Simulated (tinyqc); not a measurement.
What each parameter does: strain-driven crossing of the Gamma and L valleys in a germanium-like crystal alloyed with tin.

Biaxial loads: e0 is the in-plane strain e_par and the normal is free. (001): e_perp = -2 (C12/C11) e_par; exx = eyy = e_par, ezz = e_perp, no shear. (111): e_perp = -(2 C11 + 4 C12 - 4 C44)/(C11 + 2 C12 + 4 C44) e_par; exx = eyy = ezz = (2 e_par + e_perp)/3 and exy = eyz = ezx = (e_perp - e_par)/3. (110): e_perp = -(C11 + 3 C12 - 2 C44)/(C11 + C12 + 2 C44) e_par; exx = eyy = (e_par + e_perp)/2, ezz = e_par, exy = (e_perp - e_par)/2, eyz = ezx = 0. Uniaxial loads: a stress along n, scaled so that n.e.n = e0, with exx = s11 sxx + s12 (syy + szz), exy = s44 sxy/2, s11 = (C11 + C12)/((C11 - C12)(C11 + 2 C12)), s12 = -C12/((C11 - C12)(C11 + 2 C12)), s44 = 1/C44.

Edges from the unstrained valence top: Gamma at Eg + ac tr(e); an L valley with unit axis u at EgL + aL tr(e) + XuL (u.e.u - tr(e)/3), u along [111], [1-1-1], [-11-1], [-1-11]; valence edges are the levels of the 6 x 6 matrix of X, Y, Z times spin with -Dso/3 + l exx + m (eyy + ezz) on the diagonal (cyclic), n exy off it, l = av + 2 b, m = av - b, n = sqrt(3) d. Spin-orbit term (Dso/3) L.sigma on X, Y, Z with (L_k)_ij = -i epsilon_kij: <X+|H|Y+> = -i Dso/3, <X+|H|Z-> = Dso/3, <Y+|H|Z-> = -i Dso/3, <Z+|H|X-> = -Dso/3, <Z+|H|Y-> = i Dso/3, <X-|H|Y-> = i Dso/3, and their conjugates; + and - are the spin along z.

With tin the unstrained gaps become E(y) = (1 - y) E + y EgS - CS y (1 - y); all other values are kept.

Values chosen for the exercise (near those of Ge, gaps at low temperature; the results hold for these values, not for the real material): Eg = 0.91 eV (gap at Gamma to the s-like level); EgL = 0.744 eV (gap to L); Dso = 0.293 eV (spin-orbit splitting); ac = -8.34 eV (conduction deformation potential); av = 1.25 eV (valence hydrostatic potential); b = -2.58 eV (tetragonal shear potential); d = -5.23 eV (trigonal shear potential); aL = -1.35 eV (hydrostatic potential of the L edge, Xd + Xu/3); XuL = 15.99 eV (uniaxial potential, L); y = 0.117 (tin fraction); EgS = (-0.362, 0.067) eV (Gamma and L gaps of the tin end); CS = (2.6, 1.19) eV (bowing of the Gamma and L gaps); C11 = 126.4 GPa; C12 = 49.1 GPa; C44 = 67.9 GPa; load = uniaxial [110] (kind of strain); e0 = -0.0438 (size of the strain).

Direct gap, Gamma minus the lowest L edge and the valence splitting.

Results for these values:
```
case  direct gap (eV)  Gamma - L (meV)  valence splitting (meV)
base           0.5130            371.7                    375.0
```

What happens to each result for ac = -9.591 eV, all else kept?

Answer: direct gap rises from 0.5130 to 0.5464; Gamma - L rises from 371.7 to 405.0; valence splitting does not change at the printed digits.

The same for each parameter in turn:
```
case              direct gap (eV)  Gamma - L (meV)  valence splitting (meV)
base                       0.5130            371.7                    375.0
e0 = -0.03723              0.5156            308.5                    314.7
av = 1.4375 eV             0.5180            371.7                    375.0
b = -2.193 eV              0.5270            371.7                    360.2
ac = -9.591 eV             0.5464            405.0                    375.0
aL = -1.5525 eV            0.5130            366.3                    375.0
C12 = 56.465 GPa           0.4883            352.8                    376.1
y = 0.13455                0.4566            342.7                    375.0
```

tinyqc: `OMP_NUM_THREADS=1 python tinyqc.py 1080027 1080028 out.jsonl`; about 0.01 s, one thread, shared Intel(R) Xeon(R) Processor @ 2.30GHz.
